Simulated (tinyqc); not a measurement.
# Worked calculation: gated graphene, quantum capacitance

Program tinyqc, `OMP_NUM_THREADS=1 python tinyqc.py 2200145 2200146 out.jsonl`; Intel Xeon 2.30GHz, shared host, one thread, about 0.01 s. Printed values are rounded.

phi is the Fermi level above the Dirac point, in volts; Vg is counted from the gate voltage of charge neutrality. Ideal linear bands, no charge puddles.

Inputs (values chosen for the exercise); values close to those of graphene: temperature T = 400 K; relative permittivity of the gate insulator (close to aluminium oxide) eox = 9.06; insulator thickness tox = 5.8 nm; Fermi velocity vF = 9.88e5 m/s; density of traps Dit = 5.1e11 cm^-2 eV^-1; gate voltage Vg = -0.28 V.

Constants: q = 1.602176634e-19 C, kB = 1.380649e-23 J/K, hbar = 1.054571817e-34 J s, Vt = kB T/q, eps0 = 8.8541878128e-14 F/cm where lengths are in cm. Results are converted to the units shown.

## Gate capacitance

Cox = eps0 eox/tox.

Cox = 1.383085 uF/cm^2

## Starting value

phi = Vg.

phi at the start = -0.28 V

## Iteration 1: new phi

N0 = (2/pi)(kB T/(hbar vF))^2; n = N0 F1(phi/Vt), p = N0 F1(-phi/Vt), F1(e) = int_0^infinity u du/(1 + exp(u - e)) = -Li2(-exp(e)); Cq = q d(n - p)/dphi = (q N0/Vt) ln[2 (1 + cosh(phi/Vt))]. Newton: f = phi + q (n - p + Dit phi)/Cox - Vg, phi(new) = phi - f/(1 + (Cq + q Dit)/Cox).

n = 5.304244e7 cm^-2
p = 6.195085e12 cm^-2
Cq = 6.753592 uF/cm^2
f = -0.7341794 V
phi after iteration 1 = -0.1564438 V

## Iteration 2: new phi

As before.

n = 1.906508e9 cm^-2
p = 2.134433e12 cm^-2
Cq = 3.790821 uF/cm^2
f = -0.1327199 V
phi after iteration 2 = -0.1215168 V

## Course of the iteration

Stop when the step is below 1e-10 V, or after 40 iterations.

Course of the iteration:
```
iteration  phi before the step (V)  step (V)
1                            -0.28     0.124
2                       -0.1564438    0.0349
3                       -0.1215168   3.21e-3
4                       -0.1183070   2.67e-5
5                       -0.1182802   1.85e-9
6                       -0.1182802   < 1e-13
```

Converged in 6 iterations.

## Charge and capacitances at the solution

converged phi = -0.1182802 V

N0 = (2/pi)(kB T/(hbar vF))^2; n = N0 F1(phi/Vt), p = N0 F1(-phi/Vt), F1(e) = int_0^infinity u du/(1 + exp(u - e)) = -Li2(-exp(e)); Cq = q d(n - p)/dphi = (q N0/Vt) ln[2 (1 + cosh(phi/Vt))]. 1/C_G = 1/Cox + 1/(Cq + q Dit); dphi/dVg = Cox/(Cox + Cq + q Dit).

n - p = -1.335729e12 cm^-2
Cq = 2.905626 uF/cm^2
C_G = 0.9453873 uF/cm^2
dphi/dVg = 0.3164649

C_G is 68.4 % of Cox; 42.2 % of the gate voltage has gone into phi.
